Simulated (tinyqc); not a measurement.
# Slope factor and drain-induced lowering from three currents

Inverse problem. With source and body at 0 V, I = A exp((Vg + dd Vd)/(nf Vt)) (1 - exp(-Vd/Vt)). Find nf, the swing nf Vt ln 10 and dd.

Values chosen for this exercise: temperature T = 378 K.

Constants: q = 1.602176634e-19 C, kB = 1.380649e-23 J/K, Vt = kB T/q. Results are converted to the units shown.

currents at (Vg, Vd) = (0, 0.05), (0, 1.2) and (0.05, 1.2) V (nA/um): [0.027807765, 2.0830649, 6.7842329]

Solution. The pair at equal Vd gives nf; the pair at equal Vg, after dividing out the factors 1 - exp(-Vd/Vt), gives dd.

nf = 1.30
swing = 97.5 mV/decade
dd = 0.150

Computed by the program tinyqc: `OMP_NUM_THREADS=1 python tinyqc.py 2242166 2242167 out.jsonl`, one thread of a shared Intel Xeon 2.30GHz, about 0.03 s for the whole run.
